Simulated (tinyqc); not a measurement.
Equilibrium crystal shape, supported particles, Gibbs-Thomson effect and coarsening: one step, computed by the program tinyqc. Command: `OMP_NUM_THREADS=1 python tinyqc.py 3013417 3013418 out.jsonl wulff walk`. One thread of a shared host (Intel(R) Xeon(R) Processor @ 2.30GHz), about 0.05 s of CPU time with the checks.

A cubic crystal bounded by {100}, {110} and {111} facets only.

Problem. The particle on a substrate. Winterbottom: the particle sits on its largest facet family, {111}, with energy gamma_f; the substrate plane cuts the shape at the distance lambda (gamma_f - W_a) below the centre. Height over that of the free particle at the same lambda = (2 gamma_f - W_a)/(2 gamma_f). An isotropic particle with gamma_mean has cos(theta) = W_a/gamma_mean - 1 (Young-Dupre); a film dewets into particles whenever W_a < 2 gamma.

Inputs (values chosen for the exercise, for a model cubic crystal): work of adhesion W_a = 1.2 J/m^2.

gamma (J/m^2): (100) 1.07, (110) 1.11, (111) 0.91

gamma_mean = 0.9445866 J/m^2

Give: relative height; contact angle theta.

Solution.

relative height = 0.34066

contact angle theta = 74.312 degrees

W_a exceeds gamma_f: the cut passes above the centre and less than half of the shape shows.
